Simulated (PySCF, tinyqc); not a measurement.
Worked calculation: RHF in the sto-6g basis, for Li-, spin multiplicity 1. The basis has no diffuse functions, so it cannot describe the extra electron: this is an exercise in the method, not the real anion. The lowest restricted solution is unstable here: a spin-polarised one lies 0.0049 hartree lower (PySCF). One step of it, computed by the program tinyqc.

Problem. Iteration 2: building the Fock matrix. J_ij = sum D_kl (ij|kl), K_ij = sum D_kl (ik|jl); F = H + J - 0.5 K; E = tr D H + tr D J / 2 - 0.25 tr D K + E_nn.

D after iteration 1, lower triangle:
```
            1Li 1s    1Li 2s   1Li 2px   1Li 2py   1Li 2pz
1Li 1s    2.117689
1Li 2s   -0.499229  2.117689
1Li 2px   0.000000  0.000000  0.000000
1Li 2py   0.000000  0.000000  0.000000  0.000000
1Li 2pz   0.000000  0.000000  0.000000  0.000000  0.000000
```

core Hamiltonian H = T + V (hartree), lower triangle:
```
            1Li 1s     1Li 2s    1Li 2px    1Li 2py    1Li 2pz
1Li 1s   -4.450402
1Li 2s   -0.939085  -1.093522
1Li 2px   0.000000   0.000000  -0.879985
1Li 2py   0.000000   0.000000   0.000000  -0.879985
1Li 2pz   0.000000   0.000000   0.000000   0.000000  -0.879985
```

Two-electron integrals (ij|kl) in chemists' order, unique and non-zero (hartree):
```
(11|11) 1.681247   (21|11) 0.242603   (21|21) 0.044507   (22|11) 0.397190
(22|21) 0.090279   (22|22) 0.290625   (31|31) 0.009437   (32|31) 0.014261
(32|32) 0.064236   (33|11) 0.397190   (33|21) 0.090279   (33|22) 0.290625
(33|33) 0.313125   (41|41) 0.009437   (42|41) 0.014261   (42|42) 0.064236
(43|43) 0.016875   (44|11) 0.397190   (44|21) 0.090279   (44|22) 0.290625
(44|33) 0.279374   (44|44) 0.313125   (51|51) 0.009437   (52|51) 0.014261
(52|52) 0.064236   (53|53) 0.016875   (54|54) 0.016875   (55|11) 0.397190
(55|21) 0.090279   (55|22) 0.290625   (55|33) 0.279374   (55|44) 0.279374
(55|55) 0.313125
```

nuclear repulsion = 0 hartree

Give: Coulomb J; exchange K; Fock matrix F; total energy of this density.

Solution.

Coulomb J (hartree), lower triangle:
```
         1Li 1s  1Li 2s  1Li 2px  1Li 2py  1Li 2pz
1Li 1s    4.159
1Li 2s    0.661   1.366
1Li 2px   0.000   0.000    1.366
1Li 2py   0.000   0.000    0.000    1.366
1Li 2pz   0.000   0.000    0.000    0.000    1.366
```

exchange K (hartree), lower triangle:
```
         1Li 1s  1Li 2s  1Li 2px  1Li 2py  1Li 2pz
1Li 1s    3.412
1Li 2s    0.484   0.620
1Li 2px   0.000   0.000    0.142
1Li 2py   0.000   0.000    0.000    0.142
1Li 2pz   0.000   0.000    0.000    0.000    0.142
```

Fock matrix F (hartree), lower triangle:
```
         1Li 1s  1Li 2s  1Li 2px  1Li 2py  1Li 2pz
1Li 1s   -1.997
1Li 2s   -0.521  -0.037
1Li 2px   0.000   0.000    0.416
1Li 2py   0.000   0.000    0.000    0.416
1Li 2pz   0.000   0.000    0.000    0.000    0.416
```

total energy of this density = -7.29525 hartree
